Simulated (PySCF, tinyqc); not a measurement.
Inside a calculation. Method: MP2 on RHF in the sto-3g basis, for H3+, spin multiplicity 1. The lowest restricted solution is unstable here: a spin-polarised one lies 0.0105 hartree lower (PySCF). One step of it, computed by the program tinyqc.

Problem. Orthogonalisation. S = U s U^T; symmetric (Loewdin) form X = U s^(-1/2) U^T, so that X^T S X = 1.

overlap S, lower triangle:
```
          1H 1s     2H 1s     3H 1s
1H 1s  1.000000
2H 1s  0.369231  1.000000
3H 1s  0.369231  0.052179  1.000000
```

Give: eigenvalues of S; X.

Solution.

eigenvalues of S: 0.5033  0.9478  1.5489

X, lower triangle:
```
         1H 1s   2H 1s   3H 1s
1H 1s   1.1217
2H 1s  -0.2140  1.0593
3H 1s  -0.2140  0.0321  1.0593
```
